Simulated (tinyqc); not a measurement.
Inside a calculation. Method: Hubbard ring of 4 sites. Computed by tinyqc, a small Python program that keeps every step. Settings: hopping = 1.04, U = 10.2, mixing = 1, iteration cap = 90. Command: `OMP_NUM_THREADS=1 python tinyqc.py 21148 21149 out.jsonl` (the two numbers bound the seeds that draw the settings). One thread of a shared host (Intel(R) Xeon(R) Processor @ 2.60GHz), about 0.2 s of CPU time with the checks. Later iterations appear only in the table of the cycle.

## Mean-field iteration 1

one-body matrix (hopping and site energies) (eV):
```
           1          2          3          4
1   0.060000  -1.040000   0.000000  -1.040000
2  -1.040000   0.250000  -1.040000   0.000000
3   0.000000  -1.040000   0.470000  -1.040000
4  -1.040000   0.000000  -1.040000   0.860000
```

U = 10.200000 eV

electrons, up and down: 2  2

mixing = 1

n(up) at the start (a guess, not normalised): 1 0.550000, 2 0.450000, 3 0.550000, 4 0.450000

n(down) at the start (a guess): 1 0.450000, 2 0.550000, 3 0.450000, 4 0.550000

H(up) = T + U n(down), H(down) = T + U n(up); fill the lowest levels; n(new) = n + mixing (n(out) - n); E = tr T (rho up + rho down) + U sum n_up n_down of the output.

levels, up (eV): 3.300369  4.866873  6.138316  7.734441

levels, down (eV): 3.360661  5.159101  5.869218  7.651021

energy = 4.042291 eV

n(up) after iteration 1: 1 0.847689, 2 0.218519, 3 0.793236, 4 0.140556

n(down) after iteration 1: 1 0.252097, 2 0.840482, 3 0.174667, 4 0.732754

## Mean-field iteration 2

As before.

levels, up (eV): 1.754242  2.488998  8.502892  9.293868

levels, down (eV): 1.744815  2.398428  8.626177  9.270579

energy = 0.987874 eV

n(up) after iteration 2: 1 0.954270, 2 0.040169, 3 0.959139, 4 0.046423

n(down) after iteration 2: 1 0.041056, 2 0.956927, 3 0.042831, 4 0.959187

## Mean-field iteration 3

As before.

levels, up (eV): 0.177281  0.777885  10.165288  10.919546

levels, down (eV): 0.367798  1.168401  9.931758  10.572043

energy = 0.809347 eV

n(up) after iteration 3: 1 0.980312, 2 0.021859, 3 0.978558, 4 0.019271

n(down) after iteration 3: 1 0.024191, 2 0.978571, 3 0.021947, 4 0.975291

## Convergence

Each step fills the lowest levels of T + U n(other spin) and sets n(new) = n + mixing (n(out) - n); stop when output and input agree to 1e-8.

Course of the cycle:
```
iteration      E (eV)  largest |n(out) - n(in)|  mean |n_up - n_down|
1          4.04229131                  3.09e-01              0.607081
2          0.98787361                  2.26e-01              0.914761
3          0.80934730                  2.72e-02              0.956366
4          0.80772232                  2.36e-03              0.959725
5          0.80771318                  1.38e-04              0.959969
6          0.80771313                  1.18e-05              0.959987
7          0.80771313                  7.49e-07              0.959989
8          0.80771313                  6.19e-08              0.959989
9          0.80771313                  4.12e-09              0.959989
```

local moments n_up - n_down: 1 0.959869, 2 -0.960167, 3 0.960109, 4 -0.959811

Converged in 9 iterations. Before convergence this energy mixes input and output and is not variational, so it may rise towards its limit.

## Exact diagonalisation (36 states)

Lowest levels of the sector, and the double occupancy of the lowest state.

lowest levels (eV): 0.475302  0.794818  1.206773  1.230935  1.231811  1.640000

double occupancy per site = 0.024117

The mean-field solution above lies 0.3324 eV above the exact energy.

## The lowest level by Lanczos steps

From a random start vector (not printed): a_j = <q_j|H|q_j>, b_j = norm of the remainder after orthogonalising; the Ritz value is the lowest eigenvalue of the tridiagonal matrix of a and b so far.

Lanczos:
```
j    a_j (eV)  b_j (eV)  lowest Ritz value (eV)
1   11.774546  6.352828             11.77454644
2   10.883945  8.164638              4.96083009
3   11.630072  2.847768              0.93125457
4   12.975615  4.751732              0.72425655
5   14.273180  8.377070              0.69127534
6    9.138641  4.360025              0.61662364
7   12.222581  3.890058              0.52128771
8   18.685275  5.627091              0.50562307
9    8.621213  5.568517              0.50050874
10   7.978787  3.760361              0.48995739
```
